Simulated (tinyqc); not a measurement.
# Series resistance and length offset from two lengths at two overdrives

Question. In strong inversion R W = Rsd + k(x)(L - dL), k(x) = (1 + th1 x)/(mu0 Cox x), x the overdrive, Cox = eps0 eox/tox, with Rsd and dL independent of x. Find dL, Rsd, mu0 and th1.

Values chosen for this exercise: relative permittivity of the gate insulator (close to aluminium oxide) eox = 9.23; insulator thickness tox = 15 nm.

Constants: eps0 = 8.8541878128e-14 F/cm where lengths are in cm. Results are converted to the units shown.

total resistance times width (ohm um):

|  | L = 0.07 um | L = 1.4 um |
|---|---|---|
| overdrive 0.57 V | 2386.63745 | 37917.9288 |
| overdrive 1.25 V | 1685.94915 | 23512.6017 |

Answer. At each overdrive R W is a straight line in L; the two lines cross at L = dL, R W = Rsd. Their slopes give k x = (1 + th1 x)/(mu0 Cox), a straight line in x.

dL = 0.002000 um
Rsd = 570.0 ohm um
mu0 = 170.0 cm^2/(V s)
th1 = 0.7200 1/V

tinyqc, about 0.01 s, one thread, Intel Xeon 2.30GHz (shared host): `OMP_NUM_THREADS=1 python tinyqc.py 2210009 2210010 out.jsonl`
